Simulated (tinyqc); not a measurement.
Worked calculation: nucleation and growth of vacancy voids in a cooling silicon-like crystal. Computed by tinyqc, a small Python program that keeps every step. Command: `OMP_NUM_THREADS=1 python tinyqc.py 3031629 3031630 out.jsonl voids walk`. One thread of a shared host (Intel(R) Xeon(R) Processor @ 2.30GHz), about 0.4 s of CPU time with the checks. Intermediate numbers are printed to about 7 digits and carried at full precision; extremes and crossings named in words are read from the listed rows.

Spherical voids; vacancies are lost only to voids.

Inputs (values chosen for the exercise, close to those used for silicon):
```
quantity                                    value    unit
vacancy density at the melting point C_m  5.4e+14  1/cm^3
formation energy E_f                         3.97      eV
melting point T_m                            1685       K
diffusion prefactor D0                    0.00036  cm^2/s
migration energy E_m                         0.36      eV
site density rho                            5e+22  1/cm^3
void surface energy gamma                   0.854   J/m^2
cooling rate q                               0.63   K/min
ratio (V/G)/xi_c                             2.14       -
limit of the excess at high V/G           1.7e+14  1/cm^3
temperature of the worked step T             1395       K
temperature step                             0.25       K
```

Vacancy supply: from V/G.

Constants: k_B = 8.617333262e-05 eV/K; k_B = 1.380649e-23 J/K; e = 1.602176634e-19 C.

## Vacancy excess

C = C_x (u - 1)/(u + 0.2) with u = (V/G)/xi_c, a form chosen for the exercise.

initial excess C = 8.282051e+13 1/cm^3

## Nucleation rate at T with the initial excess

C_e = C_m exp[-(E_f/k_B)(1/T - 1/T_m)]; D = D0 exp(-E_m/(k_B T)); f = k_B T ln(C/C_e); r* = 2 gamma/(rho f); W* = 16 pi gamma^3/(3 rho^2 f^2); Z = f/sqrt(12 pi W* k_B T); I = rho Z (4 pi r* D C) exp(-W*/(k_B T)).

C_e = 1.836265e+12 1/cm^3

D = 1.801833e-05 cm^2/s

driving force f = 0.4578798 eV

critical radius r* = 0.4656461 nm

W*/(k_B T) = 40.27179

rate I = 1.381684e+07 1/(cm^3 s)

Cooling by 10 K multiplies I by 48: nucleation switches on within a narrow range of temperature.

## Cooling through the nucleation range

March down from 1500 K in steps dT, dt = dT/q, with values at the upper end of each step: a class of I dt voids is born with r*; then all classes grow by r^2 += 2 D (C - C_e) dt/rho; C falls by the vacancies added to voids. Stop at 1150 K. T_n is the T of the largest I, N the final count (classes under 1e-6 /cm^3 are dropped), and the mean radius the number average.

Rows around the peak of I:
```
T (K)     C (1/cm^3)  C_e (1/cm^3)  I (1/(cm^3 s))  voids (1/cm^3)  mean radius (nm)
1442.5  8.282051e+13  5.447808e+12    3.535025e-07    2.498158e-05          20.62863
1432.5  8.282051e+13  4.359091e+12    3.379717e-03    3.424685e-01          25.13896
1422.5  8.281535e+13  3.477032e+12    5.914647e+00    7.427567e+02          27.18045
1417.5  8.266027e+13  3.101670e+12    1.403053e+02    2.013067e+04          28.39038
1414.5  8.179096e+13  2.895072e+12    6.108549e+02    1.109058e+05          30.03753
1412.5  7.979430e+13  2.764593e+12    9.139930e+02    2.592433e+05          32.91709
1410.5  7.566656e+13  2.639650e+12    5.672918e+02    4.139214e+05          38.78863
1408.5  6.953964e+13  2.520022e+12    1.293822e+02    4.801791e+05          47.32455
1406.5  6.239868e+13  2.405498e+12    1.248046e+01    4.917418e+05          55.84759
1403.5  5.148894e+13  2.242840e+12    9.428391e-02    4.926992e+05          65.65914
1400.5  4.149733e+13  2.090553e+12    1.404088e-04    4.927049e+05          72.55042
```

temperature of peak nucleation T_n = 1412.5 K

void density N = 492704.9 1/cm^3

mean radius = 92.36146 nm

vacancies left at 1150 K = 3.772764e+09 1/cm^3

I rises as supersaturation builds and collapses once the first voids have drawn C down by 4 % at the peak. Nearly all the excess then goes into these voids: [3 C/(4 pi rho N)]^(1/3) = 92.9 nm.

## Cooling rate

The formulas are those given above.

At fixed C:
```
q (K/min)  T_n (K)    N (1/cm^3)  mean radius (nm)
0.063      1421.50  1.659698e+04          286.3125
0.160      1418.00  6.550156e+04          181.0990
0.320      1415.25  1.817677e+05          128.8278
0.630      1412.50  4.927049e+05           92.3615
1.300      1409.25  1.430721e+06           64.7109
2.500      1406.25  3.743923e+06           46.9386
6.300      1401.75  1.457061e+07           29.8204
```

Over the rows N goes as q^1.47 and the radius as q^-0.49, near the 3/2 and -1/2 of the scaling argument (depletion time 1/(4 pi N r D) equal to the time in the nucleation range, at fixed N r^3). T_n drops only 20 K for a factor 100 in q. Fast cooling gives many small voids, which an anneal can dissolve.

## Vacancy excess varied

The formulas are those given above.

At fixed q:
```
C (1/cm^3)  T_n (K)  N (1/cm^3)  mean radius (nm)
3.30e+13    1363.75    943957.0           54.6756
5.00e+13    1385.50    703729.7           69.2840
8.30e+13    1412.50    491952.3           92.4754
1.30e+14    1437.25    358397.9          119.3976
2.10e+14    1464.75    255533.9          156.8755
```

More vacancies nucleate earlier (T_n rises by 101 K) and give fewer, larger voids: N goes as C^-0.71 and the radius as C^0.57, steeper than the -1/2 and +1/2 of the scaling argument at fixed D, because D rises with T_n.

Checks made by the program: Z against the curvature of W(n) (relative difference below 1e-10); N against a run with half the step (relative difference 2e-03).
